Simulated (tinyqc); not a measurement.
Changing the temperature T: Froehlich polaron in a polar crystal. Computed by tinyqc, a small Python program. Command: `OMP_NUM_THREADS=1 python tinyqc.py 3014777 3014778 out.jsonl frohlich sweep`. One thread of a shared host (Intel(R) Xeon(R) Processor @ 2.30GHz), about 0.05 s of CPU time with the checks.

One electron in a parabolic band of mass m*, coupled to dispersionless LO phonons in the continuum model. Energies are in units of hbar omega unless marked, wave numbers in k_0 = sqrt(2 m* omega/hbar).

Inputs (values chosen for the exercise, modelled on lithium fluoride): band mass m* = 0.81 m_0; LO phonon energy hbar omega = 86 meV; eps_inf = 1.96; static dielectric constant eps_s = 8.72.

Constants: hbar^2/(2 m_0) = 3.80998212 eV angstrom^2; e^2/(4 pi eps_0) = 14.39964548 eV angstrom; k_B = 8.617333262e-05 eV/K; hbar = 6.582119569e-16 eV s; e = 1.602176634e-19 C; m_0 = 9.1093837015e-31 kg.

Method. 1/eps* = 1/eps_inf - 1/eps_s; k_0 = sqrt(2 m* omega/hbar) = sqrt(m* hbar omega / (hbar^2/(2 m_0))) with m* in m_0; alpha = (e^2/(4 pi eps_0)) k_0/(2 eps* hbar omega); polaron length 1/k_0. Scattering by absorption of an LO phonon: 1/tau = 2 alpha omega n, n = 1/(exp(hbar omega/(k_B T)) - 1); mu = e tau/m*, the weak-coupling result for k_B T well below hbar omega.

One run for each value:
```
temperature T (K)  mobility (cm^2/(V s))  phonon occupation n  lifetime tau (fs)
100                           4.0062e+04           4.6325e-05         1.8450e+04
140                           2.3124e+03           8.0257e-04         1.0649e+03
180                           4.7287e+02           3.9247e-03         2.1777e+02
230                           1.4037e+02           1.3221e-02         6.4646e+01
310                           4.4561e+01           4.1647e-02         2.0522e+01
400                           2.0640e+01           8.9917e-02         9.5054e+00
520                           1.0793e+01           1.7195e-01         4.9705e+00
690                           6.0271e+00           3.0792e-01         2.7757e+00
```

Over the rows, mobility (cm^2/(V s)) falls from 40100 to 6.03 (exponent d ln y / d ln x -8.5 between the first rows and -2.1 between the last); phonon occupation n rises from 4.63e-5 to 0.308 (exponent d ln y / d ln x 8.5 between the first rows and 2.1 between the last); lifetime tau (fs) falls from 18500 to 2.78 (exponent d ln y / d ln x -8.5 between the first rows and -2.1 between the last). Between the first two rows ln(mu) against 1/T has the slope 998 K, near hbar omega/k_B = 998 K.

Caution (all rows): this mobility formula holds for weak coupling and k_B T well below hbar omega, and it leaves out all other scattering.
